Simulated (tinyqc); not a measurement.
Inside a calculation. Method: sp3 tight binding, zinc-blende lattice. One step of it, computed by the program tinyqc.

Task: Levels at k. Diagonalise the Hermitian matrix.

H(k) at k (eV):
```
                      a s                a px                 a py                 a pz
a s            -17.300000            0.000000             0.000000             0.000000
a px             0.000000           -9.730000             0.000000             0.000000
a py             0.000000            0.000000            -9.730000             0.000000
a pz             0.000000            0.000000             0.000000            -9.730000
c s   -2.610069+2.792587i  1.734445-1.621085i  -2.467866+1.139317i  -1.139317+2.467866i
c px  -1.734445+1.621085i  0.632744-0.676991i   1.320203-2.859680i   2.859680-1.320203i
c py   2.467866-1.139317i  1.320203-2.859680i   0.632744-0.676991i  -2.009817+1.878459i
c pz   1.139317-2.467866i  2.859680-1.320203i  -2.009817+1.878459i   0.632744-0.676991i

                      c s                 c px                 c py                 c pz
a s   -2.610069-2.792587i  -1.734445-1.621085i   2.467866+1.139317i   1.139317+2.467866i
a px   1.734445+1.621085i   0.632744+0.676991i   1.320203+2.859680i   2.859680+1.320203i
a py  -2.467866-1.139317i   1.320203+2.859680i   0.632744+0.676991i  -2.009817-1.878459i
a pz  -1.139317-2.467866i   2.859680+1.320203i  -2.009817-1.878459i   0.632744+0.676991i
c s            -10.310000             0.000000             0.000000             0.000000
c px             0.000000            -6.090000             0.000000             0.000000
c py             0.000000             0.000000            -6.090000             0.000000
c pz             0.000000             0.000000             0.000000            -6.090000
```

Give: eigenvalues; weights |c|^2 of the basis functions.

Result:

eigenvalues (eV): -20.244  -15.624  -12.593  -12.442  -5.728  -3.585  -3.374  -1.480

weights |c|^2 of the basis functions:
```
      band 1  band 2  band 3  band 4  band 5  band 6  band 7  band 8
a s    0.791   0.014   0.009   0.000   0.153   0.012   0.000   0.021
a px   0.000   0.181   0.019   0.454   0.029   0.000   0.200   0.117
a py   0.001   0.179   0.281   0.173   0.068   0.139   0.048   0.110
a pz   0.001   0.179   0.379   0.074   0.074   0.133   0.051   0.110
c s    0.132   0.266   0.031   0.000   0.523   0.010   0.000   0.037
c px   0.021   0.060   0.026   0.187   0.031   0.000   0.464   0.210
c py   0.027   0.059   0.109   0.076   0.058   0.359   0.114   0.197
c pz   0.026   0.062   0.146   0.036   0.064   0.347   0.122   0.197
```
